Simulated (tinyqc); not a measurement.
Electron continuity equation in a given potential, Scharfetter-Gummel discretisation: three discretisations compared.

Steady state in one dimension: J = q mu n E + q D dn/dx with E = -dpsi/dx and D = mu Vt, dJ/dx = 0, fixed densities nL and nR at the ends. The potential is given, psi = U x/L - Ub exp(-((x/L - xb)/sb)^2), and is not changed by the electrons.

11 equal intervals. Fluxes J_i = (q D/h)(n_(i+1) P_i - n_i Q_i), d_i = (psi_(i+1) - psi_i)/Vt: Scharfetter-Gummel P = B(d), Q = B(-d), B(d) = d/(exp(d) - 1); central P = 1 - d/2, Q = 1 + d/2; upwind P = 1 + max(-d, 0), Q = 1 + max(d, 0). Balance at each inner node: J_i - J_(i-1) = 0. The reference is Scharfetter-Gummel on 2200 intervals.

Inputs (values chosen for the exercise); mobility that of a made-up semiconductor:

| symbol | value | unit | meaning |
|---|---|---|---|
| T | 350 | K | temperature |
| mu | 31200 | cm^2/(V s) | electron mobility |
| L | 0.25 | um | length of the region |
| nL | 2.1e14 | cm^-3 | density at x = 0 |
| nR | 6.2e14 | cm^-3 | density at x = L |
| U | 0.93 | V | potential difference psi(L) - psi(0) |
| Ub | 0.2 | V | depth of the dip in psi (a barrier for electrons) |
| xb | 0.4 |  | position of the barrier over L |
| sb | 0.12 |  | width of the barrier over L |

Constants: q = 1.602176634e-19 C, kB = 1.380649e-23 J/K, Vt = kB T/q. Results are converted to the units shown.

Densities (cm^-3):
```
node  Scharfetter-Gummel   central    upwind  reference
0               2.100e14  2.100e14  2.100e14   2.100e14
1               2.832e14  1.049e14  3.160e14   2.822e14
2               1.005e15  1.074e15  6.468e14   1.093e15
3               1.528e15  1.823e15  7.437e14   1.930e15
4               1.633e14  1.820e14  1.256e14   2.754e14
5               8.604e13  6.606e13  7.898e13   8.432e13
6               1.377e14  1.108e14  1.249e14   1.172e14
7               1.958e14  1.844e14  1.678e14   1.908e14
8               2.044e14  1.922e14  1.795e14   2.046e14
9               2.061e14  2.064e14  2.025e14   2.066e14
10              2.298e14  1.233e14  2.895e14   2.302e14
11              6.200e14  6.200e14  6.200e14   6.200e14
```

Largest errors as a share of the largest reference density listed: Scharfetter-Gummel 21 %, central 9.2 %, upwind 61 %. The largest |d| is 6.67. Upwinding stays positive but acts as if D were larger by the factor 1 + |d|/2, up to 4.34 here.

Range of the model: The drift velocity mu E exceeds 1e7 cm/s somewhere, where real mobilities no longer stay constant.

Numbers from tinyqc (`OMP_NUM_THREADS=1 python tinyqc.py 2220107 2220108 out.jsonl`; about 0.01 s on one thread of a shared Intel Xeon 2.30GHz).
